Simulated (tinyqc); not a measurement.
Worked calculation: tight binding, dimerised chain. One step of it, computed by the program tinyqc.

Problem. Bloch Hamiltonian at k. H_AA = +delta, H_BB = -delta, H_AB = -t1 - t2 exp(-i k a).

Parameters chosen for this model:
```
parameter,value,unit
t1,0.350000,"eV, inside the cell"
t2,2.120000,"eV, between cells"
delta,0,"eV, +/- on the two sites"
```

k point k (2 pi / a): 0.090000

Give: H(k) at k.

Solution.

H(k) at k (eV):
```
,A,B
A,0.0000,-2.1400+1.1360i
B,-2.1400-1.1360i,0.0000
```
